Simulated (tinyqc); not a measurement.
Pillar capacitor in an array: capacitance, non-linearity, leakage and relaxation: one step of the calculation.

A film between two metal electrodes, each interface adding a series capacitance ci. The small-signal permittivity is ek (1 + aq E^2); the field is found with the linear permittivity. Leakage J = J0 sinh(E/Ef). After a voltage step the film passes a relaxation current kr C V tt^(-nr), tt being the time in seconds. The sidewall is a coaxial capacitor with radii a = dm/2 and b = dm/2 + t, depth AR dm; the end face is left out.

Question. Planar capacitance, field and non-linearity. Planar film: Cf = eps0 ek/t, 1/C = 1/Cf + 2/ci, EOT = 3.9 eps0/C, effective permittivity C t/eps0, E = (V/t) C/Cf; quadratic coefficient [C(V)/C - 1]/V^2 with Cf (1 + aq E^2) in C(V).

Inputs (values chosen for the exercise); permittivity of the order of that of strontium titanate:
```
symbol    value       unit                                                             meaning
ek          144                                              relative permittivity of the film
t            27         nm                                                      film thickness
ci         1000    uF/cm^2  capacitance of each electrode interface (dead layer and screening)
aq       -0.059  cm^2/MV^2                     quadratic field coefficient of the permittivity
V           2.2          V                                                                bias
J0      1.2e-10     A/cm^2                                                   leakage prefactor
Ef         0.32      MV/cm                             field for an e-fold rise of the leakage
```

Constants: eps0 = 8.8541878128e-14 F/cm where lengths are in cm. Results are converted to the units shown.

Wanted: Cf; C; EOT; effective permittivity; E; quadratic coefficient; J.

Answer.

Cf = 4.722 uF/cm^2
C = 4.678 uF/cm^2
EOT = 0.7382 nm
effective permittivity = 142.7
E = 0.8072 MV/cm
quadratic coefficient = -7871 ppm/V^2
J = 7.427e-10 A/cm^2

The interfaces take 0.936 % of the voltage.

Program tinyqc, `OMP_NUM_THREADS=1 python tinyqc.py 2102194 2102195 out.jsonl`; Intel Xeon 2.30GHz, shared host, one thread, about 0.01 s.
